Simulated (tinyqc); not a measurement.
# Floating body of a partially depleted SOI transistor: body voltage and kink: what changes with what

Source at 0 V. Channel current Ic = 2 nf K Vt^2 [F(0) - F(Vd)](1 + la Vd), F(V) = ln^2(1 + exp((Vg - VT - nf V)/(2 nf Vt))), VT = VT0 - gb Vb. Saturation voltage Vs = 2 Vt sqrt(F(0)) + 3 Vt, excess Ve = (Vd - Vs + sqrt((Vd - Vs)^2 + 0.0004 V^2))/2, multiplication M1 = Ai Ve exp(-Bl/Ve). Each junction passes D(v) = J1 (exp(v/Vt) - 1) + J2 (exp(v/(2 Vt)) - 1). Bipolar current Ib = bb J1 (exp(Vb/Vt) - 1). The body settles where M1 (Ic + Ib) = D(Vb) + D(Vb - Vd) + Vb/Rb; drain current Id = (1 + M1)(Ic + Ib) - D(Vb - Vd).

Parameters, values chosen for the exercise; values of the order met in partially depleted silicon-on-insulator transistors:
- T = 398 K (temperature)
- VT0 = 0.38 V (threshold at zero body voltage)
- gb = 0.28 (fall of the threshold per volt of body voltage)
- nf = 1.3 (slope factor)
- K = 220 uA/(V^2 um) (gain factor per width)
- la = 0.04 1/V (channel-length modulation factor)
- Ai = 3.87 1/V (impact-ionisation prefactor)
- Bl = 4.9 V (impact-ionisation voltage)
- J1 = 1e-9 uA/um (diffusion saturation current of each junction)
- J2 = 1.2e-7 uA/um (recombination saturation current of each junction)
- bb = 0 (gain of the lateral bipolar transistor on the diffusion current)
- Rb = 1e9 kohm um (resistance of a weak body tie to the source (1e9 stands for no tie, and the term is then dropped))
- Vg = 0.33 V (gate voltage)
- Vd = 2.3 V (drain voltage)

Constants: q = 1.602176634e-19 C, kB = 1.380649e-23 J/K, Vt = kB T/q. Results are converted to the units shown.

Each table varies one quantity; the others keep the values above.

## Output curve and kink

Rows with more than one solution for Vb (latch) are left out; dId/dVd by a forward difference over 1e-4 V, swing = 1e-4 V over the change of log10 Id; M1 under 1e-12 is printed as 0.

Output curve and kink:
```
Vd (V)  Vb (V)        M1  Id, floating (uA/um)  Id, grounded (uA/um)  ratio  dId/dVd, floating (uS/um)  dId/dVd, grounded (uS/um)
0.8     0.4636  7.939e-4                 1.064                0.1418  7.503                      2.223                   0.008428
1       0.5504  0.006687                 1.457                0.1444  10.09                      1.766                    0.01840
1.2     0.6054   0.02704                 1.791                0.1498  11.96                      1.623                    0.03716
1.4     0.6439   0.07264                 2.125                0.1597  13.31                      1.753                    0.06302
1.6     0.6726    0.1521                 2.507                0.1753  14.30                      2.099                    0.09336
1.8     0.6949    0.2706                 2.975                0.1972  15.09                      2.599                     0.1259
2       0.7129    0.4302                 3.553                0.2257  15.75                      3.200                     0.1589
2.2     0.7278    0.6311                 4.259                0.2607  16.34                      3.861                     0.1914
```

Vb rises from 0.464 to 0.728 V and the ratio of the currents rises from 7.50 to 16.3. The output conductance with a floating body exceeds the grounded value by the largest factor among the rows, 264, at Vd = 0.8 V, where Vb = 0.464 V and M1 = 7.94e-4.

## Transfer curve and swing

Same model as above.

Results:
columns A: Vg (V); B: Vb (V); C: M1; D: Id, floating (uA/um); E: Id, grounded (uA/um); F: ratio; G: swing, floating (mV/decade); H: swing, grounded (mV/decade)
```
A           B       C         D         E      F      G      H
-0.07  0.4380  0.9119  8.875e-4  5.792e-5  15.32  79.92  103.2
0.03   0.5384  0.9048   0.01448  5.371e-4  26.95  85.69  103.7
0.23   0.6912  0.8271     1.255   0.04058  30.91  142.5  112.1
0.33   0.7343  0.7466     4.662    0.2806  16.61  220.1  129.0
0.43   0.7611  0.6579     10.98     1.373  7.996  329.6  167.3
0.53   0.7784  0.5715     19.81     4.416  4.486  460.2  236.1
0.63   0.7900  0.4910     30.65     10.05  3.051  603.9  334.4
0.73   0.7978  0.4172     43.07     18.13  2.376  755.8  454.8
```

Estimate the missing row, Vg = 0.13 V.

Computed row:
columns A: Vg (V); B: Vb (V); C: M1; D: Id, floating (uA/um); E: Id, grounded (uA/um); F: ratio; G: swing, floating (mV/decade); H: swing, grounded (mV/decade)
```
A          B       C       D         E      F      G      H
0.13  0.6250  0.8814  0.1777  0.004854  36.62  101.2  105.9
```

With this row back in the table: Vb rises from 0.438 to 0.798 V. The smallest swing among the rows is 79.9 mV a decade with a floating body (at Vg = -0.07 V) and 103 with a grounded one; Vt ln 10 = 79.0. The floating swing is smaller by more than 3 % for Vg = -0.07, 0.03, 0.13 V, where the rising Vb lowers the threshold as Vg rises. In the first row the floating body raises the current by a factor of 15.3.

Range of the model: The multiplication law is an empirical form chosen for the exercise; self-heating and capacitive coupling to the body are left out, and the linear laws are rough once Vb passes about 0.7 V or M1 about 0.1.

Numbers from tinyqc (`OMP_NUM_THREADS=1 python tinyqc.py 2182161 2182162 out.jsonl`; about 0.2 s on one thread of a shared Intel Xeon 2.30GHz).
